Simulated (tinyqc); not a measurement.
Transmission spectrum against simple models: phonon transmission through an interface between two chains by Green functions. Computed by tinyqc, a small Python program. Command: `OMP_NUM_THREADS=1 python tinyqc.py 3031422 3031423 out.jsonl agf walk`. One thread of a shared host (Intel(R) Xeon(R) Processor @ 2.30GHz), about 0.01 s of CPU time with the checks.

Two semi-infinite chains (masses m_1, m_2; springs k_1, k_2), motion along the chain. The central region holds the end atom of each chain and three interlayer atoms of mass m_b, joined by springs k_b. lambda = omega^2 in eV/(angstrom^2 u); nu = 15.6333042 THz x sqrt(lambda).

Inputs (values chosen for the exercise, for two model chains): mass m_1 = 41.9 u; spring k_1 = 3.41 eV/angstrom^2; mass m_2 = 173 u; spring k_2 = 6.34 eV/angstrom^2; junction spring k_b = 1.03 eV/angstrom^2; interlayer mass m_b = 182 u; probe frequency / lower band top = 0.3.

Atoms in the interlayer: three.

Constants: nu for 1 eV/(angstrom^2 u) = 15.6333042 THz.

Method:
- nu_max = 15.6333042 THz x 2 sqrt(k/m); impedance Z = sqrt(k m); long-wave transmission 4 Z_1 Z_2/(Z_1 + Z_2)^2; the probe frequency is the given share of the lower band top.
- In chain i, sin(q_i a/2) = nu/nu_max,i. An outgoing wave makes the next atom move as exp(i q_i a) times the end atom, so the lead adds the self-energy Sigma_i = -k_i exp(i q_i a) to the force-constant matrix; Gamma_i = -2 Im Sigma_i = 2 k_i sin(q_i a).
- A = lambda M - K - Sigma over the central atoms, with K_ii the sum of the springs at i, K_(i,i+1) = -k_b; G = inverse of A; transmission = Gamma_1 Gamma_2 |G_(first,last)|^2.
- Long-wave value 4 Z_1 Z_2/(Z_1 + Z_2)^2. Continuum estimate, with omega = sqrt(lambda): a slab of impedance Z_b = sqrt(k_b m_b) and phase p = omega x (number of interlayer atoms) x sqrt(m_b/k_b), tau = 4 Z_1 Z_2/[(Z_1 + Z_2)^2 cos^2 p + (Z_b + Z_1 Z_2/Z_b)^2 sin^2 p].

band top of chain 1 = 8.91971 THz

band top of chain 2 = 5.98553 THz

long-wave transmission = 0.779486

Z_1 = 11.9532 sqrt(eV u)/angstrom

Z_2 = 33.1183 sqrt(eV u)/angstrom

Transmission:
```
nu/nu_top  nu (THz)  Green function  long-wave value  continuum estimate
0.05         0.2993         0.80414          0.77949             0.82128
0.15         0.8978         0.77655          0.77949             0.82944
0.25         1.4964         0.90537          0.77949             0.81334
0.35         2.0949         0.68408          0.77949             0.83758
0.45         2.6935         0.00046          0.77949             0.80585
0.55         3.2920         0.00001          0.77949             0.84541
0.65         3.8906         0.00000          0.77949             0.79901
0.75         4.4891         0.00000          0.77949             0.85268
0.85         5.0877         0.00000          0.77949             0.79300
0.92         5.5067         0.00000          0.77949             0.87151
0.98         5.8658         0.00000          0.77949             0.81960
```

What follows from these numbers?

The transmission starts at the impedance value 0.779 and vanishes at the lower band top, 5.99 THz, above which chain 2 has no states. It rises to 0.905 at nu/nu_top = 0.25, where the two sides are matched better than for long waves. The continuum estimate is within 0.05 up to nu/nu_top = 0.05; it leaves out dispersion, and it puts the faces of the slab half a spring from its outer atoms.
